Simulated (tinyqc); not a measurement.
Born-von Karman spring model of a cubic crystal with one atom per cell: one step, computed by the program tinyqc.

First neighbours lie at a/2 (1,1,1) (8 of them), second at a (1,0,0) (6), with all permutations and signs; the volume per atom is Omega = a^3/2. Two shells of springs match a real metal only roughly, above all at the zone boundary.

Task: Elastic constants from long waves. [ij,kl] = (1/(2 Omega)) sum_R K_ij R_k R_l; C11 = [xx,xx], C44 = [xx,yy], C12 = 2 [xy,xy] - C44; B = (C11 + 2 C12)/3; Zener ratio A = 2 C44/(C11 - C12). K(R) = kL n n^T + kT (1 - n n^T).

Inputs (values chosen for the exercise, modelled on iron):
```
quantity,value,unit
lattice constant a,2.87,angstrom
radial spring k1L,3.16,eV/angstrom^2
transverse spring k1T,-0.1,eV/angstrom^2
radial spring k2L,1.2,eV/angstrom^2
transverse spring k2T,0.018,eV/angstrom^2
```

Lattice: bcc.

Constants: 1 eV/angstrom^3 = 160.2176634 GPa.

Give: C11; C12; C44; bulk modulus B; Zener ratio A.

Result:

C11 = 244.1 GPa

C12 = 130.5 GPa

C44 = 112.2 GPa

bulk modulus B = 168.4 GPa

Zener ratio A = 1.974

C12 - C44 = 18.31 GPa: the Cauchy relation fails because sum_R kT R^2 is not zero; a negative sum gives a positive Cauchy pressure.
